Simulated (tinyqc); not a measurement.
# Metal-interlayer-semiconductor contact, depinning against tunnelling resistance: effects of single changes

Zero bias, n-type semiconductor. Gap states at the semiconductor surface thin out as exp(-be ti), which unpins the barrier; electrons must then cross the interlayer (a rectangular barrier, no voltage drop across it) and the parabolic depleted layer, both by WKB. Energies E are counted from the Fermi level; no image force, parabolic bands.

Values chosen for this exercise; semiconductor values close to those of gallium arsenide; interlayer mass of the order of that in silicon nitride, offset chosen freely:
- T = 400 K (temperature)
- Eg = 1.37 eV (band gap)
- eps_r = 12.9 (relative permittivity)
- chi = 4.13 eV (electron affinity)
- Nc = 6.77e17 cm^-3 (conduction-band density of states at T)
- mt = 0.0686 m0 (tunnelling mass in the semiconductor)
- mA = 0.0649 m0 (Richardson mass)
- Nd = 4.4e18 cm^-3 (donor density)
- E0 = 0.51 eV (charge-neutrality level above the valence band)
- S0 = 0.099 (pinning factor without interlayer)
- phiM = 4.09 eV (metal work function)
- ti = 1.3 nm (interlayer thickness)
- dE = 2.13 eV (conduction-band offset of the interlayer above the semiconductor)
- mi = 0.45 m0 (tunnelling mass in the interlayer)
- be = 4.2 1/nm (decay constant of gap states through the interlayer)

Constants: q = 1.602176634e-19 C, kB = 1.380649e-23 J/K, eps0 = 8.8541878128e-12 F/m, hbar = 1.054571817e-34 J s, h = 6.62607015e-34 J s, m0 = 9.1093837015e-31 kg, Vt = kB T/q, hbar^2/(2 m0) = 0.0380998212 eV nm^2. Results are converted to the units shown.

Each table varies one quantity; the others keep the values above.

## Contact resistivity against the interlayer thickness

S = 1/(1 + (1/S0 - 1) exp(-be ti)); phiB = S (phiM - chi) + (1 - S)(Eg - E0); xi = Ec - EF deep inside, from Nd = Nc F(-xi/Vt), F(x) = (2/sqrt(pi)) int_0^infinity sqrt(u) du/(1 + exp(u - x)); band bending U = phiB - xi; E00 = (hbar/2) sqrt(Nd/(eps0 eps_r mt m0)) in volts; A = 4 pi q mA m0 kB^2/h^3. With U = phiB - xi: for xi < E < phiB, y = (E - xi)/U and G1 = (U/E00) [sqrt(1 - y) - y ln((1 + sqrt(1 - y))/sqrt(y))], G1 = 0 above phiB; G2 = 2 ti sqrt(mi max(phiB + dE - E, 0)/C), C = hbar^2/(2 m0); f = 1/(1 + exp(E/Vt)); 1/rho_c = (A T^2/Vt^2) times the integral of exp(-G1 - G2) f over E from xi upwards. Shares under 0.001 % are printed as 0; rows without band bending are left out.

The same in every row: E00/Vt = 1.20.

Result of one run:
```
ti (nm)      S  phiB (eV)  rho_c (ohm cm^2)  rho_c with G2 = 0 (ohm cm^2)  peak of the integrand (eV)  share above phiB (%)
0.3      0.279      0.609           0.00668                       2.43e-4                       0.116                0.0262
```

What becomes of these results when the interlayer thickness ti is changed from 0.3 to 1.8 nm, all else the same?

Result of the changed run:
```
ti (nm)      S  phiB (eV)  rho_c (ohm cm^2)  rho_c with G2 = 0 (ohm cm^2)  peak of the integrand (eV)  share above phiB (%)
1.8      0.995    -0.0358             0.672                       1.02e-8                     -0.0374                  58.6
```

The whole series:
```
ti (nm)       S  phiB (eV)  rho_c (ohm cm^2)  rho_c with G2 = 0 (ohm cm^2)  peak of the integrand (eV)  share above phiB (%)
0        0.0990      0.771           0.00528                       0.00528                       0.147               0.00370
0.3       0.279      0.609           0.00668                       2.43e-4                       0.116                0.0262
0.6       0.577      0.340           0.00107                       1.85e-6                      0.0658                 0.510
0.9       0.828      0.115           5.07e-4                       5.05e-8                      0.0222                  8.36
1.2       0.944     0.0101           0.00263                       1.47e-8                     -0.0106                  35.4
1.5       0.984    -0.0252            0.0371                       1.10e-8                     -0.0300                  52.4
1.8       0.995    -0.0358             0.672                       1.02e-8                     -0.0374                  58.6
2.1       0.999    -0.0388              13.0                       9.97e-9                     -0.0395                  61.5
2.4        1.00    -0.0397               257                       9.91e-9                     -0.0399                  63.4
```

As ti goes from 0 to 2.4, phiB falls from 0.771 to -0.0397 eV and rho_c moves up and down between 5.07e-4 and 257 ohm cm^2. At ti = 0.9 nm rho_c is 10.4 times lower than without interlayer, although thinner layers first raise it; beyond that thickness tunnelling through the layer dominates. The ratio of rho_c to its value with G2 = 0 runs from 1.00 to 2.60e10.

## Contact resistivity against the decay constant of gap states through the interlayer

Same model as above.

The same in every row: E00/Vt = 1.20.

Result of one run:
```
be (1/nm)     S  phiB (eV)  rho_c (ohm cm^2)  rho_c with G2 = 0 (ohm cm^2)  peak of the integrand (eV)  share above phiB (%)
8          1.00    -0.0398           0.00439                       9.91e-9                     -0.0419                  57.8
```

What becomes of these results when the decay constant of gap states through the interlayer be is changed from 8 to 7 1/nm, all else the same?

Result of the changed run:
```
be (1/nm)      S  phiB (eV)  rho_c (ohm cm^2)  rho_c with G2 = 0 (ohm cm^2)  peak of the integrand (eV)  share above phiB (%)
7          0.999    -0.0391           0.00442                       9.95e-9                     -0.0413                  57.5
```

The whole series:
```
be (1/nm)      S  phiB (eV)  rho_c (ohm cm^2)  rho_c with G2 = 0 (ohm cm^2)  peak of the integrand (eV)  share above phiB (%)
1          0.287      0.601               347                       2.12e-4                       0.142                0.0807
2          0.597      0.323              1.26                       1.37e-6                      0.0716                 0.944
3          0.844      0.100            0.0241                       4.14e-8                      0.0213                  11.3
4          0.952    0.00303           0.00667                       1.38e-8                     -0.0136                  38.9
5          0.987    -0.0279           0.00489                       1.08e-8                     -0.0325                  52.5
6          0.996    -0.0367           0.00451                       1.01e-8                     -0.0393                  56.4
7          0.999    -0.0391           0.00442                       9.95e-9                     -0.0413                  57.5
8           1.00    -0.0398           0.00439                       9.91e-9                     -0.0419                  57.8
```

As be goes from 1 to 8, phiB falls from 0.601 to -0.0398 eV and rho_c falls from 347 to 0.00439 ohm cm^2. The ratio of rho_c to its value with G2 = 0 runs from 1.64e6 to 4.43e5.

Range of the model: The depletion charge would drop about 0.090 V across such an interlayer (eps_r near 7.5) at ti = 1.3 nm and Nd = 4.4e18 cm^-3, against a band bending of 0.13 V; this model leaves that drop out.

tinyqc, about 0.02 s, one thread, Intel Xeon 2.30GHz (shared host): `OMP_NUM_THREADS=1 python tinyqc.py 2270095 2270096 out.jsonl`
